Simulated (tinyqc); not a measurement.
# IGBT as a p-i-n diode in series with a MOS channel, on-state and switching loss: effects of single changes

High injection (n = p) in a drift layer from x = -W/2 (anode) to +W/2 (cathode side), recombination only in the layer with lifetime tau, ideal emitters. The channel feeds the cathode side and carries the whole current. Auger recombination, carrier-carrier scattering, emitter losses and the carrier dip under the p body are left out.

Inputs (values chosen for the exercise); material values close to those of silicon: temperature T = 300 K; band gap Eg = 1.1 eV; conduction-band density of states at T Nc = 2.83e19 cm^-3; valence-band density of states at T Nv = 2.63e19 cm^-3; electron mobility mn = 1400 cm^2/(V s); hole mobility mp = 480 cm^2/(V s); width of the drift layer W = 70 um; doping of the drift layer Nd = 1.2e14 cm^-3; high-injection lifetime tau = 0.79 us; current density J = 250 A/cm^2; channel and accumulation resistance Rch = 2 mohm cm^2; link voltage Vdc = 400 V; turn-off energy per stored charge and link voltage ks = 0.06; switching frequency f = 5 kHz.

Constants: q = 1.602176634e-19 C, kB = 1.380649e-23 J/K, Vt = kB T/q. Results are converted to the units shown.

Each table varies one quantity; the others keep the values above.

## Effect of the high-injection lifetime

b = mn/mp, B = (b - 1)/(b + 1), La = sqrt(2 Vt mn mp tau/(mn + mp)), y = W/(2 La). n(x) = (tau J/(2 q La))[cosh(x/La)/sinh y - B sinh(x/La)/cosh y]. Vm = Vt [(8 b/(b + 1)^2)(sinh y/s) arctan(s sinh y) + B ln((1 + B tanh^2 y)/(1 - B tanh^2 y))], s = sqrt(1 - B^2 tanh^2 y); Vj = Vt ln(n(-W/2) n(W/2)/ni^2), ni = sqrt(Nc Nv) exp(-Eg/(2 Vt)), Eg in volts; Vc = J Rch; Von = Vm + Vj + Vc. Stored charge tau J, turn-off energy Eoff = ks tau J Vdc, loss at half duty 0.5 J Von + f Eoff. A unipolar device on the same layer has Vu = J (W/(q mn Nd) + Rch).

The same in every row: Vu (V) = 65.52.

Effect of the high-injection lifetime:
```
tau (us),y,Von (V),Eoff (mJ/cm^2),total loss (W/cm^2)
0.16,2.035,1.516,0.9600,194.3
0.26,1.597,1.434,1.560,187.1
0.42,1.256,1.401,2.520,187.7
0.69,0.9801,1.391,4.140,194.5
1.1,0.7763,1.394,6.600,207.2
1.8,0.6068,1.405,10.80,229.7
3,0.4700,1.423,18.00,267.8
4.8,0.3716,1.442,28.80,324.2
7.9,0.2897,1.464,47.40,420.0
```

Read the table: what changes, and by how much?

As tau goes from 0.16 to 7.9 us, Von goes from 1.52 through a minimum of 1.39 (at tau = 0.69 us among the rows listed) to 1.46 V, Eoff rises from 0.960 to 47.4 mJ/cm^2 and the total loss goes from 194 through a minimum of 187 (at tau = 0.26 us among the rows listed) to 420 W/cm^2. Von is below Vu in 9 of the 9 rows. A short lifetime starves the middle of the layer, a long one stores charge, hence the minimum of the loss. For tau = 0.69 to 7.9 us the density at the anode passes 2e17 cm^-3, where Auger recombination and emitter losses matter.

## Effect of the width of the drift layer

Same model as above.

The same in every row: Eoff (mJ/cm^2) = 4.740.

Effect of the width of the drift layer:
```
W (um),y,Von (V),Vu (V),total loss (W/cm^2)
28,0.3664,1.396,26.51,198.1
37,0.4842,1.388,34.87,197.1
48,0.6281,1.384,45.08,196.7
63,0.8244,1.387,59.01,197.0
82,1.073,1.400,76.66,198.7
110,1.439,1.439,102.7,203.6
140,1.832,1.508,130.5,212.2
```

Read the table: what changes, and by how much?

As W goes from 28 to 140 um, Von goes from 1.40 through a minimum of 1.38 (at W = 48 um among the rows listed) to 1.51 V, Eoff stays at 4.74 mJ/cm^2 and the total loss goes from 198 through a minimum of 197 (at W = 48 um among the rows listed) to 212 W/cm^2. Von is below Vu in 7 of the 7 rows. In every row the density at the anode passes 2e17 cm^-3, where Auger recombination and emitter losses matter.

## Effect of the current density

Same model as above.

The same in every row: y = 0.9160.

Results:
```
J (A/cm^2),Von (V),Vu (V),Eoff (mJ/cm^2),total loss (W/cm^2)
0.3,0.5434,0.07862,0.005688,0.1100
0.76,0.5924,0.1992,0.01441,0.2972
1.9,0.6421,0.4979,0.03602,0.7901
4.8,0.6958,1.258,0.09101,2.125
12,0.7575,3.145,0.2275,5.683
31,0.8446,8.124,0.5878,16.03
78,0.9863,20.44,1.479,45.86
500,1.926,131.0,9.480,529.0
```

Estimate the missing row, J = 200 A/cm^2.

Computed row:
```
J (A/cm^2),Von (V),Vu (V),Eoff (mJ/cm^2),total loss (W/cm^2)
200,1.279,52.41,3.792,146.9
```

With this row back in the table: As J goes from 0.3 to 500 A/cm^2, Von rises from 0.543 to 1.93 V, Eoff rises from 0.00569 to 9.48 mJ/cm^2 and the total loss rises from 0.110 to 529 W/cm^2. Von is below Vu in 6 of the 9 rows. At low current the junction voltage makes the bipolar device the worse one. For J = 0.3 to 0.76 A/cm^2 the injected density falls below 5 Nd somewhere, so high injection is doubtful. For J = 200 to 500 A/cm^2 the density at the anode passes 2e17 cm^-3, where Auger recombination and emitter losses matter.

Numbers from tinyqc (`OMP_NUM_THREADS=1 python tinyqc.py 2590142 2590143 out.jsonl`; about 0.01 s on one thread of a shared Intel Xeon 2.30GHz).
